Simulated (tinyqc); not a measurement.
Deal-Grove kinetics of thermal oxidation of silicon: one step, computed by the program tinyqc. Command: `OMP_NUM_THREADS=1 python tinyqc.py 3006457 3006458 out.jsonl oxide walk`. One thread of a shared host (Intel(R) Xeon(R) Processor @ 2.30GHz), about 0.06 s of CPU time with the checks.

Oxidant diffuses through the oxide and reacts at the interface, so that dx/dt = B/(A + 2x) for the oxide thickness x.

Task: Thickness after the oxidation. tau = (x_i^2 + A x_i)/B and x = (A/2) [sqrt(1 + 4 B (t + tau)/A^2) - 1], the root of x^2 + A x = B (t + tau). Silicon consumed is 0.44 times the oxide grown; the rate is B/(A + 2x).

Inputs (values chosen for the exercise, close to those used for silicon): temperature T = 1175 C; initial oxide x_i = 0.025 um; time t = 2.9 h.

Ambient: dry oxygen. Surface: (111).

length A = 0.1100705 um

parabolic constant B = 0.1857574 um^2/h

Give: tau; oxide thickness x; silicon consumed; final growth rate.

Result:

tau = 0.01818 h

oxide thickness x = 0.6833 um

silicon consumed = 0.2896 um

final growth rate = 0.1258 um/h

2x/A = 12.4: diffusion through the oxide limits the rate.
